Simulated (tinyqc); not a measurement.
Inside a calculation: two electrons on one impurity (helium-like model). Values are carried at full precision from step to step, so a last printed digit may differ when a step is redone from the rounded ones.

Units Ha* = 2 Ry m/eps^2 and a* = a0 eps/m. One electron is bound by Z^2/2. Two electrons in the singlet built from exp(-a r) and exp(-b r): S = 8 (ab)^(3/2)/(a + b)^3, h_aa = a^2/2 - Z a, h_bb alike, h_ab = S (ab/2 - Z (a + b)/2), J = ab (a^2 + 3ab + b^2)/(a + b)^3, K = 20 (ab)^3/(a + b)^5, E = (h_aa + h_bb + 2 S h_ab + J + K)/(1 + S^2). For a = b this is a^2 - 2 Z a + 5a/8. Real double donors are deeper, since the central cell is left out.

Constants: Ry = 13.60569312 eV; a0 (Bohr radius) = 0.5291772105 angstrom.

Parameters, chosen for this exercise (near those of impurities in cubic GaN; not measured data): m = 0.203 m0 (one mean mass); eps = 9.8 (dielectric constant); Z = 2 (effective charge (1: D- centre, 2: double donor; other values mimic a central cell)); ab = (2.05, 1.33) 1/a* (trial exponents a, b).

## Units and equal orbitals

Give Ha*, a*, the best common exponent Z - 5/16, E = -(Z - 5/16)^2, and the binding of the second electron -Z^2/2 - E.

Ha* = 57.517 meV
a* = 25.55 angstrom
exponent = 1.6875
E with equal orbitals = -2.84766 Ha*
binding of the second electron = 48.75 meV

The first electron is bound by 115.0 meV, 2.36 times as much as the second.

## Unequal orbitals

Evaluate the integrals and E.

S, h_aa, h_bb, h_ab, J, K: 0.93271  -1.99875  -1.77555  -1.88105  0.99917  0.91889

E = -2.86916 Ha*

This lies 0.0215 Ha* below the best equal-orbital value -(Z - 5/16)^2.

## The minimum over a and b

Give a, b, E, both binding energies and U, their difference.

a, b (1/a*): 2.183  1.189

E = -2.87566 Ha*

binding of the first and second electron (meV): 115.03  50.37

U = 64.67 meV

Letting one electron stay close and the other roam (decay lengths 12 and 21 angstrom) gains 1.61 meV. The exact value for Z = 2 is -2.90372, 1.61 meV lower.

## Checks

- Minimum for Z = 1 against the known -0.51330: both -0.51330.
- Minimum for Z = 2 against the known -2.87566: both -2.87566.

tinyqc: `OMP_NUM_THREADS=1 python tinyqc.py 1280891 1280892 out.jsonl`; about 0.08 s, one thread, shared Intel(R) Xeon(R) Processor @ 2.30GHz.
